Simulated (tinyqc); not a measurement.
Peak against initial coverage: adsorption as a lattice gas: isotherms with interactions, competition, desorption peaks and saturation dose. Computed by tinyqc, a small Python program. Command: `OMP_NUM_THREADS=1 python tinyqc.py 3026951 3026952 out.jsonl adsorb walk`. One thread of a shared host (Intel(R) Xeon(R) Processor @ 2.30GHz), about 0.2 s of CPU time with the checks.

One adsorbate per site; a molecule needs 2 empty sites. Gas and surface have the same temperature.

Inputs (values chosen for the exercise, for a model surface):
```
quantity,value,unit
desorption energy E,1.29,eV
prefactor nu,4.5e+12,1/s
pair energy w (positive repels),-0.0086,eV
neighbours z,3,-
heating rate beta,14,K/s
```

Adsorption: dissociative (second order).

Constants: k_B = 8.617333262e-05 eV/K.

Method. Heating at the rate beta: d theta/dT = -(nu/beta) theta^2 exp(-[E - 2 z w theta]/(k_B T)). Integrated numerically (relative tolerance 1e-9); T_p is the maximum of the rate.

Peak temperatures (K):
```
theta_0,w = 0,with w
0.1,549.14,550.94
0.3,529.28,534.47
0.5,520.51,528.99
0.7,514.89,526.59
0.9,510.76,525.65
```

What follows from these numbers?

Without interaction the peak moves down by 38.4 K, the mark of second order; with w it moves by -25.3 K.

Extremes, crossings and ranges named in words are read from the listed rows.
